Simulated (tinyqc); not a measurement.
# Haynes-Shockley experiment: drift, diffusion and decay of a minority-carrier pulse, step by step

A worked calculation. Computed by tinyqc, a small Python program that keeps every step. Command: `OMP_NUM_THREADS=1 python tinyqc.py 3111007 3111008 out.jsonl haynes walk`. One thread of a shared host (Intel(R) Xeon(R) Processor @ 2.30GHz), about 0.02 s of CPU time with the checks. Intermediate numbers are printed to about 7 digits and carried at full precision; extremes and crossings named in words are read from the listed rows.

A thin sheet of excess carriers is made at x = 0, t = 0 in a long uniform bar; injection is low, so the pulse moves with the minority mobility.

Inputs (values chosen for the exercise, modelled on holes in n-type silicon in a lightly doped bar):
```
quantity                       value         unit
minority mobility mu             448   cm^2/(V s)
lifetime tau                      30  microsecond
temperature T                    300            K
field F                           36         V/cm
distance d to the collector      1.2           cm
second distance d2               2.3           cm
injected sheet density N0    3.7e+10       1/cm^2
```

Constants: k_B = 8.617333262e-05 eV/K.

## Transport coefficients

D = mu k_B T/e, v = mu F. Transit time d/v, diffusion length sqrt(D tau), drift length v tau, Peclet number v d/D = e F d/(k_B T).

D = 11.58170 cm^2/s

drift velocity v = 16128 cm/s

transit time d/v = 74.40476 microsecond

diffusion length = 186.4003 micrometre

drift length v tau = 0.48384 cm

Peclet number = 1671.051

The pulse must travel 2.48 drift lengths.

## The signal at the collector

dn(x, t) = N0/sqrt(4 pi D t) exp(-(x - v t)^2/(4 D t) - t/tau). At fixed x the signal peaks where d ln(dn)/dt = 0: a t^2 + t/2 - x^2/(4 D) = 0 with a = v^2/(4 D) + 1/tau. The full width at half maximum is found by solving dn(x, t) = peak/2 on both sides of the peak.

time of the peak t_p = 74.14063 microsecond

peak density = 2.992902e+10 1/cm^3

width at half maximum = 6.032278 microsecond

The peak comes 0.35 % before d/v, since spreading and recombination both weaken the later part of the pulse.

## Shape in time

Times are 0.7, 0.8, 0.9, 0.95, 1, 1.05, 1.1, 1.2 and 1.4 t_p.

Signal at d:
```
t/t_p  t (microsecond)   dn (1/cm^3)       dn/peak
0.70           51.8984  1.197627e-13  4.001556e-24
0.80           59.3125  2.383411e+01  7.963544e-10
0.90           66.7266  2.845531e+08  9.507599e-03
0.95           70.4336  9.936185e+09  3.319917e-01
1.00           74.1406  2.992902e+10  1.000000e+00
1.05           77.8477  1.103660e+10  3.687591e-01
1.10           81.5547  6.635182e+08  2.216973e-02
1.20           88.9688  2.574257e+04  8.601207e-07
1.40          103.7969  4.796553e-11  1.602643e-21
```

At 0.9 and 1.1 t_p the signal is 0.00951 and 0.0222 of its peak: the trailing side is the wider one.

## Simple reading of the pulse

With w the full width at half maximum: mu = d/(F t_p); D = (w d)^2/(16 ln2 t_p^3); Einstein ratio D/mu against k_B T/e.

apparent mobility = 449.5960 cm^2/(V s)

apparent D = 11.59340 cm^2/s

apparent D/mu = 25.78627 mV

error of mu = 0.3562594 %

error of D = 0.1010805 %

The true k_B T/e is 25.85 mV.

## Two distances

Differences remove part of the bias: mu = (d2 - d)/(F (t_p2 - t_p)). The time-integrated signal is A(x) = (N0/u) exp(x (v - u)/(2 D)), u = sqrt(v^2 + 4 D/tau); the simple lifetime is tau = (t_p2 - t_p)/ln(A(d)/A(d2)).

t_p2 = 142.1434 microsecond

mobility from two distances = 449.3279 cm^2/(V s)

area ratio A(d)/A(d2) = 9.680510

lifetime from areas = 29.95567 microsecond

Errors: mobility +0.30 % (one distance +0.36 %), lifetime -0.15 %.

## How the errors depend on the field

With w that width: mu = d/(F t_p); D = (w d)^2/(16 ln2 t_p^3). The field is scaled by the factors listed.

Errors of the simple reading:
```
factor  F (V/cm)     v d/D  v^2 tau/(4 D)  error of mu (%)  error of D (%)
0.5         18.0    835.53         42.110         1.300142       0.2005069
0.7         25.2   1169.74         82.537         0.689494       0.1439940
1.0         36.0   1671.05        168.442         0.356259       0.1010805
1.5         54.0   2506.58        378.994         0.171744       0.0674850
2.5         90.0   4177.63       1052.762         0.071423       0.0405190
4.0        144.0   6684.20       2695.070         0.033512       0.0253295
7.0        252.0  11697.35       8253.653         0.014607       0.0144749
```

The error of mu falls from 1.30 to 0.0146 %. For large v d/D it is about D/(v d) + 2 D/(v^2 tau), here 0.0146 % in the last row: one part from spreading, one from recombination.

Checks made by the program: area of the signal against its closed form (relative difference below 1e-10).
